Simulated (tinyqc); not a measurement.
Angle of incidence: thin-film optics by transfer matrices.

Indices N = n + i k. Snell: N0 sin(theta) = N_j sin(theta_j), with Im(N_j cos theta_j) >= 0. Admittance y_j = N_j cos theta_j for s and N_j/cos theta_j for p. Phase delta_j = 2 pi N_j cos theta_j d_j/lambda. Layer matrix [[cos delta, -i sin delta/y], [-i y sin delta, cos delta]], multiplied from the top down to M. (B, C) = M (1, y_sub); r = (y0 B - C)/(y0 B + C), R = |r|^2, T = 4 Re y0 Re y_sub/|y0 B + C|^2, absorbed in the films 1 - R - T.

Ellipsometry: rho = tan(Psi) exp(i Delta) = -conj(r_p/r_s) with the r of the admittance formula, Delta in 0 to 360 degrees, so that a bare dielectric at small angles gives Delta = 180.

Values chosen for the exercise (indices near those of resist, SiO2 on W; not measured data): lam = 633 nm (vacuum wavelength); n0 = 1 (ambient index); n = (1.633, 1.449, 3.687) (n of resist, SiO2, substrate); k = (0, 0, 2.818) (k in the same order); d = (158, 115) nm (thicknesses, top first).

Both polarisations.

Stack:
```
theta (degrees)     R_s     R_p    Psi   Delta
0                0.2949  0.2949  45.00  180.00
15               0.3220  0.3104  44.48  176.46
30               0.4165  0.3468  42.38  165.66
45               0.5754  0.3651  38.54  149.94
55               0.6889  0.3422  35.18  138.27
60               0.7414  0.3162  33.15  131.70
65               0.7901  0.2807  30.80  123.71
70               0.8352  0.2394  28.16  112.64
75               0.8777  0.2042  25.75   95.19
80               0.9185  0.2109  25.60   67.33
85               0.9590  0.3687  31.80   32.48
```

What can be read from this table?

R_s and R_p agree at normal incidence (0.2949). R_p is lowest at 75 degrees of those listed (0.2042), where R_s = 0.8777; the top face alone would stop reflecting p light at arctan(n/n0) = 58.5 degrees, while the layers and the substrate below set where the minimum falls. R_s rises steadily with the angle.

(tinyqc, `OMP_NUM_THREADS=1 python tinyqc.py 1652076 1652077 out.jsonl`, Intel(R) Xeon(R) Processor @ 2.30GHz, 1 thread, shared host, about 0.01 s.)
